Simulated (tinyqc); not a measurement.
Cylindrical quantum wire: one step. The matching condition at a trial energy. Two cases, with inputs chosen for the exercise.

Question. Both sides for the lowest state, with J_0' = -J_1 and K_0' = -K_1.

A cylinder of radius R, isotropic masses, c = hbar^2/2m0, k = sqrt(mw E/c), kappa = sqrt(mb (V0 - E)/c). State (n, m) is J_m(k r) inside and K_m(kappa r) outside; psi and psi'/m are continuous: (k/mw) J_m'(kR)/J_m(kR) = (kappa/mb) K_m'(kappa R)/K_m(kappa R).

Constants: hbar^2/2m0 = 3.80998211 eV angstrom^2.

Give: k R; kappa R; left side; right side.

Case 1.

Values chosen (near those of a GaAs wire in AlGaAs; not measured data): R = 67 angstrom (radius); V0 = 0.275 eV (barrier height); mw = 0.0683 m0 (mass inside); mb = 0.0952 m0 (mass outside); E = 0.0395 eV (trial energy).

Answer.

k R = 1.7829
kappa R = 5.1396
left side = -0.6470 1/angstrom
right side = -0.8809 1/angstrom

The left side falls with E and the right side rises; here the left is the larger, so the level lies above the trial energy.

Case 2.

Values chosen (near those of a non-polar GaN wire in AlGaN; not measured data): R = 40 angstrom (radius); V0 = 0.24 eV (barrier height); mw = 0.208 m0 (mass inside); mb = 0.219 m0 (mass outside); E = 0.0467 eV (trial energy).

Answer.

k R = 2.0197
kappa R = 4.2163
left side = -0.6572 1/angstrom
right side = -0.5356 1/angstrom

The left side falls with E and the right side rises; here the left is the smaller, so the level lies below the trial energy.

Computed by tinyqc, one run a case: `OMP_NUM_THREADS=1 python tinyqc.py N N+1 out.jsonl` with N = 1281619, 1282372; one thread of a shared Intel(R) Xeon(R) Processor @ 2.30GHz, about 0.05 s a run at most.
